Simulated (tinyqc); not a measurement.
One level coupled to a phonon between two leads, self-consistent Born approximation: effect of the coupling.

Wide-band leads with mu_L = +V/2 and mu_R = -V/2; phonons in equilibrium, Nq = 1/(exp(w0/kB T) - 1). Scattering links only energies that differ by w0, so a ladder E_k = E1 + k w0 closes on itself; terms that reach past its ends are dropped. Gn and Gp are the electron and hole parts of the spectral function A = Gn + Gp.

|G|^2 = 1/[(E - ed)^2 + (GL + GR + Sin + Sout)^2/4], Gn = |G|^2 (GL fL + GR fR + Sin), Gp = |G|^2 (GL (1 - fL) + GR (1 - fR) + Sout), f = 1/(1 + exp((E - mu)/kB T)). Sin(E) = M^2 [(Nq + 1) Gn(E + w0) + Nq Gn(E - w0)], Sout(E) = M^2 [(Nq + 1) Gp(E - w0) + Nq Gp(E + w0)]. Spectral currents into the level: iL = GL [fL Gp - (1 - fL) Gn], iR = GR [fR Gp - (1 - fR) Gn]. Here E - ed is replaced by E - ed - R(E), with the real part R(E) = (1/2 pi) P int [Sin + Sout](y) dy/(E - y). The total for one spin is I = (q/h) times the integral of iL over all E (all ladders, each long enough that its ends do not matter); the power given to phonons is (1/h) times the integral of E (iL + iR).

Inputs (values chosen for the exercise): temperature of leads and phonons T = 150 K; phonon energy w0 = 25 meV; level ed = -28 meV; coupling to the left lead GL = 16 meV; coupling to the right lead GR = 10 meV; bias V = 49 mV.

Constants: q = 1.602176634e-19 C, kB = 1.380649e-23 J/K, h = 6.62607015e-34 J s, Vt = kB T/q. Results are converted to the units shown.

The same in every row: I without phonons (uA) = 0.5311.

Result of one run:
```
M (meV)	I (uA)	ratio of the two	power to phonons (nW)	share of I V (%)
10.4	0.5305	0.9989	0.8763	3.371
```

What becomes of these results when the electron-phonon matrix element M is changed from 10.4 to 3.5 meV, all else the same?

Result of the changed run:
```
M (meV)	I (uA)	ratio of the two	power to phonons (nW)	share of I V (%)
3.5	0.5311	1.000	0.1143	0.4392
```

The whole series:
```
M (meV)	I (uA)	ratio of the two	power to phonons (nW)	share of I V (%)
1.2	0.5311	1.000	0.01370	0.05263
3.5	0.5311	1.000	0.1143	0.4392
5.8	0.5312	1.000	0.3030	1.164
8.1	0.5310	1.000	0.5631	2.164
10.4	0.5305	0.9989	0.8763	3.371
12.7	0.5292	0.9966	1.225	4.724
15	0.5271	0.9925	1.594	6.171
```

The ratio to the current without phonons falls from 1.00 to 0.993, and the power to phonons rises from 0.0137 to 1.59 nW, as M^(1.98) between the first two rows (lowest order gives 2).

Range of the model: The self-consistent Born approximation keeps only non-crossing phonon lines and no Hartree shift; it is rough once the coupling nears the phonon energy.

Numbers from tinyqc (`OMP_NUM_THREADS=1 python tinyqc.py 2720015 2720016 out.jsonl`; about 0.04 s on one thread of a shared Intel Xeon 2.30GHz).
